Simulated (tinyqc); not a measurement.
Worked calculation: propagation of a band-gap error through k.p and effective-mass formulas. Values are carried at full precision from step to step, so a last printed digit may differ when a step is redone from the rounded ones.

Chain, for a gap E (the reference Eg or another value), with Ep and Dso kept: 1/me = 1 + Ep (E + 2 Dso/3)/(E (E + Dso)); g* = 2 - 2 Ep Dso/(3 E (E + Dso)); g1(E) = g1 + (Ep/3)(1/E - 1/Eg), g2(E) = g2 + (Ep/6)(1/E - 1/Eg), light hole 1/(g1 + 2 g2), heavy hole 1/(g1 - 2 g2) along [100]; optical constant ei(E) = 1 + (ei - 1)(EP/(EP + E - Eg))^2, static e0(E) = ei(E) + e0 - ei.

Constants: Ry = 13.60569312 eV; a0 (Bohr radius) = 0.5291772105 angstrom; kB = 8.617333262e-05 eV/K; hbar^2/2m0 = 3.80998211 eV angstrom^2.

Parameters, chosen for this exercise (reference values near those of CdTe, gap at low temperature; not measured data): Eg = 1.615 eV (gap at Gamma to the s-like level); Dso = 0.926 eV (spin-orbit splitting); Ep = 18.4 eV (Kane energy); g1 = 5.28 (Luttinger gamma1); g2 = 1.71 (gamma2); e0 = 10.35 (static dielectric constant); ei = 7.3 (optical dielectric constant); EP = 5.25 eV (mean (Penn) gap); Eg2 = 4.183 eV (a wrong gap, of the size a hybrid with far too much exact exchange can give); mh = 0.51 m0 (density-of-states mass of the holes); T = 300 K (temperature); k = 0.014 1/angstrom (wave vector).

## Masses, g factor and screening for both gaps

Evaluate the chain at Eg and at Eg2.

Band values at the two gaps:
```
quantity      at Eg  at Eg2  ratio
me          0.09083  0.1948  2.145
g*          -0.7680   1.468      -
g1            5.280   2.949  0.558
g2            1.710  0.5443  0.318
light hole   0.1149  0.2477  2.155
heavy hole   0.5376  0.5376  1.000
ei            7.300   3.841  0.526
e0            10.35   6.891  0.666
```

The gap is off by a factor of 2.59; the electron mass follows with 2.14 and the light hole with 2.16, while the heavy hole, which does not couple to the conduction level, keeps its value. The optical constant changes less, by -47 %, as it answers to the mean gap, which shifts by the same +2.57 eV on a base of 5.25 eV. g* moves by +2.24; near zero it is a difference of larger terms, and remote bands, left out here, shift it by tenths.

## Binding energies and densities for both gaps

Donor: R = Ry me/e0^2, a_B = a0 e0/me, Mott density (0.26/a_B)^3. Nc, Nv = 2 (m kT/(4 pi c))^(3/2), c = hbar^2/2m0, ni = sqrt(Nc Nv) exp(-E/2kT). Exciton: Ry mu/e0^2 with 1/mu = 1/me + g1(E). 1 angstrom^-3 = 1e24 cm^-3.

Use the values of the table.

Results:
```
quantity                  at Eg     at Eg2     ratio
R (meV)                   11.54      55.82      4.84
a_B (angstrom)            60.30      18.72     0.310
Mott density (cm^-3)  8.017e+16  2.680e+18      33.4
Nc (cm^-3)            6.870e+17  2.158e+18      3.14
ni (cm^-3)            6.816e+04  3.250e-17  4.77e-22
exciton (meV)             7.797      35.45      4.55
```

Power laws carry the error on: the donor energy (me/e0^2) by a factor of 4.84, the Mott density (cube of me/e0) by 33.4. ni, with its exponential, changes by a factor of 4.77e-22, that is 21.3 decades.

## A scissor shift and what it does not mend

A rigid shift D = Eg - Eg2 of the conduction band restores the gap but leaves the curvature, so the mass stays me(Eg2); redoing the sum 1/m = 1 + Ep (E + 2 Dso/3)/(E (E + Dso)) with E = Eg and the same Ep gives another mass. For optics, eps2 at the edge goes as |p|^2/E^2: a rigid shift keeps the dipole elements p/E, while shifting the energies under unchanged p scales eps2 by (Eg2/Eg)^2.

shift D = -2.568 eV
mass under a rigid shift = 0.1948 m0
mass from the sum with the corrected gap = 0.0908 m0
factor on eps2 if p is left unscaled = 6.709

The rigid shift leaves the mass off by a factor of 2.14. The mass from the corrected gap is the reference me(Eg) here, because the exercise keeps Ep fixed; a real correction of the gap depends on k and changes Ep as well.

## Far from the edge the relative error shrinks

Two-level dispersion E(k) = sqrt(E^2/4 + Ep c k^2) - E/2 at k/4, k, 4k for both gaps, c = hbar^2/2m0.

Energies above the edge:
```
k (1/angstrom)  at Eg (eV)  at Eg2 (eV)  ratio
0.00350             0.0005       0.0002  0.386
0.01400             0.0085       0.0033  0.388
0.05600             0.1263       0.0519  0.411
```

The ratio tends to Eg/Eg2 = 0.39 at k = 0 and goes from 0.386 to 0.411: at large k both curves approach the same slope sqrt(Ep c), while their distance in eV grows towards |Eg - Eg2|/2.

## Checks

- Chain at E = Eg against the inputs g1, g2, ei, e0: they agree to 1e-10 or better.

tinyqc: `OMP_NUM_THREADS=1 python tinyqc.py 1850195 1850196 out.jsonl`; about 0.01 s, one thread, shared Intel(R) Xeon(R) Processor @ 2.30GHz.
